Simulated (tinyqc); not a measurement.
Width and zero-phonon weight against temperature: configuration-coordinate model of a defect: Huang-Rhys factor and luminescence line shape. Computed by tinyqc, a small Python program. Command: `OMP_NUM_THREADS=1 python tinyqc.py 3024735 3024736 out.jsonl ccline walk`. One thread of a shared host (Intel(R) Xeon(R) Processor @ 2.30GHz), about 0.01 s of CPU time with the checks.

Ground state E_g(Q) = (1/2) omega_g^2 Q^2; excited state E_e(Q) = E_0 + (1/2) omega_e^2 (Q - dQ)^2 with E_0 = E_ZPL - (hbar omega_e - hbar omega_g)/2. Q is mass-weighted; the dipole does not depend on Q (Condon approximation).

Inputs (values chosen for the exercise, for a model defect in a wide-gap host):

| quantity | value | unit |
|---|---|---|
| zero-phonon energy E_ZPL | 5.66 | eV |
| displacement dQ | 0.523 | u^(1/2) angstrom |
| ground-state phonon hbar omega_g | 78.9 | meV |
| excited-state phonon hbar omega_e | 61.9 | meV |

Modes: different frequencies.

Constants: hbar^2/u = 4.18015928e-03 eV angstrom^2; k_B = 8.617333262e-05 eV/K.

Method:
- S = hbar omega dQ^2/(2 hbar^2/u) for each state; relaxation energy S hbar omega; absorption at E_0 + S_e hbar omega_e, emission at E_0 - S_g hbar omega_g; the Stokes shift is their difference.
- Overlaps <m_e|n_g> of harmonic-oscillator functions (Hermite recursion, positive leading coefficients) by a sum over an even grid (700 points from x = -9 to 9 + d for the small table, 1500 points from -16 to 16 + d for the thermal sums), with x = Q sqrt(omega_g/hbar), d = sqrt(2 S_g) and frequency ratio omega_e/omega_g.
- Initial levels m = 0..24 carry Boltzmann weights exp(-m hbar omega_e/k_B T), normalised; final levels n = 0..79; a line lies at E_ZPL + m hbar omega_e - n hbar omega_g with weight w_m <m|n>^2. Moments are taken over these weights without the E^3 factor; FWHM = 2 sqrt(2 ln 2) x standard deviation; the zero-phonon weight is w_0 <0|0>^2, since the other m -> m lines are offset by m (hbar omega_e - hbar omega_g).
- For comparison: FWHM(0) sqrt(coth(hbar omega_e/2 k_B T)) with FWHM(0) from the first row, and exp(-S_g coth(hbar omega_e/2 k_B T)).

S_g = 2.58141

Against temperature:

| T (K) | mean energy (eV) | FWHM (eV) | coth law (eV) | zero-phonon weight | exp(-S coth) |
|---|---|---|---|---|---|
| 36 | 5.4552 | 0.33855 | 0.33855 | 0.10258 | 7.5667e-02 |
| 110 | 5.4551 | 0.33905 | 0.33905 | 0.10243 | 7.5098e-02 |
| 220 | 5.4544 | 0.35187 | 0.35174 | 0.09867 | 6.1641e-02 |
| 360 | 5.4521 | 0.38874 | 0.38819 | 0.08864 | 3.3579e-02 |
| 570 | 5.4475 | 0.45479 | 0.45317 | 0.07349 | 9.8021e-03 |
| 860 | 5.4403 | 0.54245 | 0.53873 | 0.05809 | 1.4497e-03 |
| 1200 | 5.4316 | 0.63484 | 0.62795 | 0.04621 | 1.3903e-04 |

What follows from these numbers?

The width grows by a factor 1.88, flat while k_B T is well below hbar omega and as sqrt(T) above; the coth law, exact only for equal frequencies, misses by at most 1.1 %. The mean energy moves by -23.6 meV because the frequencies differ. The zero-phonon weight goes from 0.103 to 0.0462, against 0.0757 to 1.39e-4 for the exponential rule, which assumes many modes of equal frequency in both states.
